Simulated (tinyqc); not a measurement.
Worked calculation: sp3 tight binding, zinc-blende lattice. One step of it, computed by the program tinyqc.

Question. Bloch Hamiltonian at k. Slater-Koster rules over the four bonds with direction cosines (l, m, n): ss V_ss; s-px l V_sp; px-s -l V_sp; px-px l^2 V_pps + (1 - l^2) V_ppp; px-py l m (V_pps - V_ppp); each times exp(i k.d).

Parameters chosen for this model: zinc-blende lattice, anion at 0, cation at a/4 (1,1,1); V = eta hbar^2 / (m d^2), hbar^2/m = 7.619964 eV angstrom^2:
```
parameter          value      unit
a               5.630000  angstrom
d               2.437862  angstrom
Es anion      -11.100000        eV
Ep anion       -7.850000        eV
Es cation     -11.100000        eV
Ep cation      -7.850000        eV
eta ss         -1.480000
eta sp          1.450000
eta pp sigma    2.890000
eta pp pi      -0.850000
V ss           -1.897565        eV
V sp            1.859100        eV
V pp sigma      3.705380        eV
V pp pi        -1.089818        eV
```

k point k (2 pi / a): -0.470000  -0.720000  0.480000

Give: H(k) at k.

Answer.

H(k) at k (eV), lower triangle (Hermitian):
```
                  a s             a px             a py            a pz
a s          -11.1000
a px           0.0000          -7.8500
a py           0.0000           0.0000          -7.8500
a pz           0.0000           0.0000           0.0000         -7.8500
c s   -1.7425-3.1641i  -1.9669-0.8968i  -0.8422-2.0946i  1.9059+0.9256i
c px   1.9669+0.8968i   0.4670+0.8480i  -2.8382-1.3783i  1.2542+3.1191i
c py   0.8422+2.0946i  -2.8382-1.3783i   0.4670+0.8480i  2.9291+1.3356i
c pz  -1.9059-0.9256i   1.2542+3.1191i   2.9291+1.3356i  0.4670+0.8480i

           c s     c px     c py     c pz
c s   -11.1000
c px    0.0000  -7.8500
c py    0.0000   0.0000  -7.8500
c pz    0.0000   0.0000   0.0000  -7.8500
```
